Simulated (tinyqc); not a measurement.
Worked calculation: Pariser-Parr-Pople SCF with singles CI, for the molecule O=C1C=CC(=O)C(Cl)=C1 (SMILES; centres numbered as the heavy atoms are written). One step of it, computed by the program tinyqc.

Question. Iteration 2: orbitals and new P. Diagonalise F (the basis is taken as orthonormal) and form P = 2 sum c c over the lowest orbitals; 0.3 of the old P is kept.

F (eV), order 1O, 2C, 3C, 4C, 5C, 6O, 7C, 8Cl, 9C:
```
[[-7.932033, -3.543397, 0.029127, -0.031288, 0.006614, -0.056022, 0.272300, -0.106517, 0.199032],
 [-3.543397, -4.624138, -4.263008, -0.180923, 0.163801, 0.091109, -0.196681, 0.155940, -5.218569],
 [0.029127, -4.263008, -5.267024, -5.148176, -0.292971, 0.643184, 0.105522, 0.001688, 0.376212],
 [-0.031288, -0.180923, -5.148176, -6.068042, -4.050541, 0.110430, 0.063975, -0.060079, 0.957633],
 [0.006614, 0.163801, -0.292971, -4.050541, -7.123433, -5.788357, -3.112503, -0.041848, 0.142491],
 [-0.056022, 0.091109, 0.643184, 0.110430, -5.788357, -11.081368, -0.121749, 0.260872, -0.479952],
 [0.272300, -0.196681, 0.105522, 0.063975, -3.112503, -0.121749, -6.718964, -3.233236, -3.603998],
 [-0.106517, 0.155940, 0.001688, -0.060079, -0.041848, 0.260872, -3.233236, -14.536715, 0.052177],
 [0.199032, -5.218569, 0.376212, 0.957633, 0.142491, -0.479952, -3.603998, 0.052177, -5.603905]]
```

pi electrons, sum of z_r less the charge = 10

P after iteration 1, order 1O, 2C, 3C, 4C, 5C, 6O, 7C, 8Cl, 9C:
```
[[1.389400, 0.254980, -0.010760, 0.016785, -0.003987, 0.044195, -0.146062, 0.073322, -0.073536],
 [0.254980, 1.192490, 0.495882, 0.069072, -0.070167, -0.054927, 0.075079, -0.084289, 0.748928],
 [-0.010760, 0.495882, 0.932341, 0.730496, 0.111836, -0.345089, -0.045208, -0.001023, -0.143614],
 [0.016785, 0.069072, 0.730496, 0.799770, 0.439550, -0.040801, -0.024420, 0.032471, -0.410259],
 [-0.003987, -0.070167, 0.111836, 0.439550, 1.013936, 0.809251, 0.191284, 0.015709, -0.054387],
 [0.044195, -0.054927, -0.345089, -0.040801, 0.809251, 1.093236, 0.044988, -0.107991, 0.257475],
 [-0.146062, 0.075079, -0.045208, -0.024420, 0.191284, 0.044988, 0.799857, 0.419890, 0.321404],
 [0.073322, -0.084289, -0.001023, 0.032471, 0.015709, -0.107991, 0.419890, 1.832060, -0.019586],
 [-0.073536, 0.748928, -0.143614, -0.410259, -0.054387, 0.257475, 0.321404, -0.019586, 0.946909]]
```

Give: orbital energies; P after iteration 2.

Answer.

orbital energies (eV): [-16.8384, -15.4654, -13.4049, -11.2338, -8.6557, -5.7616, -1.1748, 0.1835, 3.3955]

P after iteration 2, order 1O, 2C, 3C, 4C, 5C, 6O, 7C, 8Cl, 9C:
```
[[1.3761, 0.5208, 0.0717, -0.1079, -0.1293, 0.2401, -0.3845, 0.1685, -0.0618],
 [0.5208, 0.9407, 0.4198, 0.0719, -0.0564, -0.0721, 0.1451, -0.1011, 0.6462],
 [0.0717, 0.4198, 0.8600, 0.7892, 0.1635, -0.3353, -0.0293, -0.0227, -0.0582],
 [-0.1079, 0.0719, 0.7892, 0.9435, 0.4509, -0.0817, -0.0385, 0.0240, -0.3277],
 [-0.1293, -0.0564, 0.1635, 0.4509, 0.8716, 0.7892, 0.2508, 0.0080, -0.0080],
 [0.2401, -0.0721, -0.3353, -0.0817, 0.7892, 1.2980, 0.0378, -0.0929, 0.0437],
 [-0.3845, 0.1451, -0.0293, -0.0385, 0.2508, 0.0378, 0.8368, 0.3686, 0.5966],
 [0.1685, -0.1011, -0.0227, 0.0240, 0.0080, -0.0929, 0.3686, 1.8682, -0.1358],
 [-0.0618, 0.6462, -0.0582, -0.3277, -0.0080, 0.0437, 0.5966, -0.1358, 1.0050]]
```
